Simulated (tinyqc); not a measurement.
Worked calculation: Koster-Slater impurity in an sp3s* host. Values are carried at full precision from step to step, so a last printed digit may differ when a step is redone from the rounded ones.

sp3s* tight binding, nearest neighbours only: anion (a) at 0, cation (c) at a/4 (1,1,1), orbitals s, px, py, pz, s* on each; k in units of 2 pi/a. With phases e_j = exp(i (pi/2) k.n_j) for n = (1,1,1), (1,-1,-1), (-1,1,-1), (-1,-1,1): g0 = (e1+e2+e3+e4)/4, g1 = (e1+e2-e3-e4)/4, g2 = (e1-e2+e3-e4)/4, g3 = (e1-e2-e3+e4)/4. The diagonal holds the levels Esa, Epa, Exa (s*) and Esc, Epc, Exc. Anion-cation block: <sa|sc> = Vss g0; <sa|xc> = Vsapc g1; <xa|sc> = -Vscpa g1; <xa|xc> = Vxx g0; <xa|yc> = <ya|xc> = Vxy g3, <xa|zc> = <za|xc> = Vxy g2, <ya|zc> = <za|yc> = Vxy g1; <s*a|xc> = Vxapc g1; <xa|s*c> = -Vpaxc g1; y and z take g2 and g3 in place of g1; s-s* and s*-s* vanish.

Parameters, chosen for this exercise (out of a larger set: near a published set for AlAs; not measured data):
- p = (-7.572, 0.982, -1.151, 3.619, 7.568, 6.712, -6.616, 1.886, 4.343, 5.089, 5.498, 4.549, 5.026) eV (order Esa, Epa, Esc, Epc, Exa, Exc, Vss, Vxx, Vxy, Vsapc, Vscpa, Vxapc, Vpaxc)
- N = 4 (mesh)
- V = -4.8 eV (shift of the p levels)

## The gap of the host

Gaps from the top of the valence band to Gamma, to the minimum on (x,0,0) from 0.5 to 1, and to L; the smallest is Eg.

top of the valence band on the scale of the parameters = -0.0007 eV

gaps (eV): Gamma 2.9930, Delta 2.2752, L 2.6583

Eg (smallest gap of the host) = 2.275186 eV

## Where the weight lies

A defect on a cation site (c) shifts the s level there by Vs or the three p levels by Vp and leaves the rest. A level in the gap solves 1/Vs = G_s(E) (symmetry A1) or 1/Vp = G_p(E) (T2, threefold), with G(E) = (1/N^3) sum over k and bands of w/(E - e), where w is the weight of the state on the s orbital of that site, or the mean weight on its px, py, pz. Mesh: k = f1 (-1,1,1) + f2 (1,-1,1) + f3 (1,1,-1), f = (j + 1/2)/N, j = 0 to N - 1. Energies from the top of the valence band at Gamma; the s* orbital of the site is left as it is. An infinite shift removes the s or p orbitals, the model of the ideal vacancy: G(E) = 0.

For each band: mean energy over the mesh and summed weights; each column of weights adds to one.

Bands:
```
band  mean energy (eV)  s weight  p weight
1              -10.348    0.1210    0.0290
2               -5.362    0.3329    0.0278
3               -1.738    0.0047    0.1095
4               -1.395    0.0013    0.1056
5                2.669    0.1417    0.1243
6                3.126    0.3364    0.0486
7                6.000    0.0005    0.2256
8                6.323    0.0003    0.2174
9                9.510    0.0542    0.0122
10              10.582    0.0070    0.1000
```

The filled bands hold 0.460 of the s orbital and 0.272 of each p orbital of the cation. Filled states add positive terms to G in the gap and empty ones negative terms.

## Green functions across the gap

G at nine energies E = Eg j/8.

G(E) (1/eV):
```
E (eV)       G_s       G_p
0.0000  -0.09053   0.03387
0.2844  -0.11275  -0.01968
0.5688  -0.13856  -0.05522
0.8532  -0.16999  -0.08731
1.1376  -0.21023  -0.12101
1.4220  -0.26494  -0.16154
1.7064  -0.34578  -0.21911
1.9908  -0.48273  -0.32809
2.2752  -0.90124  -1.12046
```

Both fall with E, as dG/dE = -sum w/(E - e)^2 demands. G_s keeps its sign, so the vacancy has no level of this symmetry in the gap. G_p changes sign, so the vacancy has a level of this symmetry in the gap.

## A first estimate from the table

A defect that shifts the p level of its cation site by V has a level where the host Green function G_p(E) equals 1/V; E is counted from the top of the valence band. Find it by linear interpolation between the two rows that bracket it.

1/V = -0.20833 1/eV
estimated level = 1.653 eV

## The level and its weight on the defect

Solve by bisection with the full sum. The weight of the bound state on the shifted orbital is G^2/(-G'), which is also dE/dV.

level = 1.6625 eV
G'(E) = -0.23534 1/eV^2
weight on the defect orbital = 0.1844

The level lies 1.663 eV above the valence band and 0.613 eV below the conduction band. Only 18.4 % of it sits on the shifted orbital, the rest on other orbitals, so a shift of 1 eV moves the level by about 184 meV.

## Checks

- Sum of the s weights over all bands against one: both 1.00000.
- First moment of the s weights against the s level of the site, on the scale of the parameters: both -1.15100.

Run: tinyqc, `OMP_NUM_THREADS=1 python tinyqc.py 1480856 1480857 out.jsonl`; Intel(R) Xeon(R) Processor @ 2.30GHz, one thread, shared host; about 0.1 s of CPU time with all checks.
